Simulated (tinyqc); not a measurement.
Hydrogen passivation of interface dangling bonds: competing passivation and dissociation with distributed barriers: one step, computed by the program tinyqc.

P_b + H2 gives P_bH + H at the rate k_f [H2]; P_bH gives P_b + H at the rate k_d. All defects start unpassivated. E_f and E_d are Gaussian and independent.

Question. Distributed barriers. [H2] = solubility factor x p; a = k_f0 [H2] exp(-E_f/(k_B T)), d = k_d0 exp(-E_d/(k_B T)). For one pair of barriers the active share is y = [d + a exp(-(a + d) t)]/(a + d). Temperatures in kelvin are T(C) + 273.15. Average y over both Gaussians with 40 x 40 Gauss-Hermite points. Active density N0 y; threshold shift if each active defect holds one charge, e N0 y t_ox/(3.9 eps_0).

Inputs (values chosen for the exercise, close to those used for P_b centres at the silicon-oxide interface): defect density N0 = 2.6e+12 1/cm^2; passivation prefactor k_f0 = 3.8e-08 cm^3/s; mean passivation barrier E_f = 1.61 eV; spread sigma_f = 0.073 eV; dissociation prefactor k_d0 = 1.9e+12 1/s; mean dissociation barrier E_d = 2.89 eV; spread sigma_d = 0.082 eV; H2 in the oxide per atm, solubility factor = 1.9e+18 1/(cm^3 atm); hydrogen pressure p = 0.1 atm; anneal temperature T = 525 C; anneal time t = 4500 s; oxide thickness = 3.4 nm.

Constants: k_B = 8.617333262e-05 eV/K; e = 1.602176634e-19 C; eps_0 = 8.8541878128e-12 F/m.

Give: active share y; active density; threshold shift.

Answer.

active share y = 7.782e-06

active density = 2.023e+07 1/cm^2

threshold shift = 0.003192 mV

Caution: densities below a few 1e9 per cm^2 are formal: other defects set the floor in real interfaces.
